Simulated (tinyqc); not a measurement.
Ellipsometry and reflectance of a transparent film on an absorbing substrate: one step of the calculation.

Air (index 1), film, substrate with N2 = n2 - i k2; time factor exp(+i w t). q_j = sqrt(N_j^2 - sin^2 th), root with positive real part. Fresnel coefficients r_s = (q_a - q_b)/(q_a + q_b), r_p = (N_b^2 q_a - N_a^2 q_b)/(N_b^2 q_a + N_a^2 q_b). tan(Psi) exp(i Delta) = R_p/R_s, Delta taken from 0 to 360 degrees.

Question. Psi, Delta and reflectances. beta = 2 pi d q1/lam, X = exp(-2 i beta), R = (r01 + r12 X)/(1 + r01 r12 X) for p and s.

Inputs (values chosen for the exercise): wavelength lam = 405 nm; film thickness d = 1.7 nm.

q1 = 1.3355399
r01,p = -0.18841355
r01,s = -0.59224095
r12,p = 0.46851335-0.02294189i
r12,s = -0.60076478+0.01998275i

Find: beta; X; R_p; R_s; Psi; Delta; |R_p|^2; |R_s|^2.

Answer.

beta = 0.03522 rad
X = 0.9975-0.0704i
R_p = 0.3033-0.0647i
R_s = -0.8795+0.0220i
Psi = 19.42 degrees
Delta = 169.4 degrees
|R_p|^2 = 0.09615
|R_s|^2 = 0.7740

The bare substrate gives Psi = 19.30 and Delta = 175.51 degrees.

Numbers from tinyqc (`OMP_NUM_THREADS=1 python tinyqc.py 2870160 2870161 out.jsonl`; about 0.01 s on one thread of a shared Intel Xeon 2.30GHz).
